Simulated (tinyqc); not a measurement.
Which input was changed? Model: donor in an ellipsoidal valley (Kohn-Luttinger variational method). Computed by tinyqc, a small Python program. Command: `OMP_NUM_THREADS=1 python tinyqc.py 3029039 3029040 out.jsonl kohnlutt which`. One thread of a shared host (Intel(R) Xeon(R) Processor @ 2.30GHz), about 0.4 s of CPU time with the checks.

H = -(d^2/dx^2 + d^2/dy^2) - gamma d^2/dz^2 - 2/r in units built on m_t, with gamma = m_t/m_l and z along the valley axis. One valley; no valley-orbit or central-cell term.

Inputs (values chosen for the exercise, modelled on silicon): transverse mass m_t = 0.195 m_0; longitudinal mass m_l = 0.907 m_0; dielectric constant eps = 11.2.

Constants: Ry = 13.605693123 eV; a_0 = 0.529177210903 angstrom.

Method:
- Ry* = Ry m_t/eps^2, a* = a_0 eps/m_t, gamma = m_t/m_l.
- Trial function exp(-sqrt((x^2 + y^2)/a^2 + z^2/b^2)) with beta = b/a < 1: E = t/a^2 - u/a, t = (2 + gamma/beta^2)/3, u = 2 arcsin(sqrt(1 - beta^2))/sqrt(1 - beta^2); the best a is 2 t/u and E(beta) = -u^2/(4 t).
- Golden-section search on beta from 0.05 to 0.999, 60 steps.
- Gaussian basis: g = P exp(-al (x^2 + y^2) - be z^2) with P = 1 (s-like), z (2p0) or x (2p+-); al = 0.004 x 2.6^k, k = 0..11, and be/al = 1, gamma^(-1/2) or 1/gamma (36 functions); 1/r = (2/sqrt(pi)) int exp(-t^2 r^2) dt by 48 Gauss-Legendre points after t = sqrt(al_i + al_j) tan(theta); overlap eigenvalues below 1e-10 are dropped.

Task: One of these inputs alone was changed, within the range given: transverse mass m_t (0.0975 to 0.39); longitudinal mass m_l (0.4535 to 1.814); dielectric constant eps (5.6 to 22.4). Which one, and to what value?

Results:
```
run     radius a of the 1s trial function (angstrom)  1s binding energy, trial function (meV)  2p0 binding energy (meV)
before                                      22.86400                                 32.84086                  11.99788
after                                       28.39586                                 27.00081                  10.43732
```

Result:

Each candidate set to reproduce radius a of the 1s trial function, and what it then gives:
```
candidate                     range searched  value needed  1s binding energy, trial function (meV)  2p0 binding energy (meV)
transverse mass m_t (m_0)     0.0975 to 0.39        0.1510                                   27.001                    10.437
longitudinal mass m_l (m_0)  0.4535 to 1.814  out of reach                                        -                         -
dielectric constant eps          5.6 to 22.4         13.91                                   21.292                     7.779
```

Only transverse mass m_t fits every result: it went from 0.195 to 0.151 m_0. The next best candidate, dielectric constant eps, misses one result by 25 %.
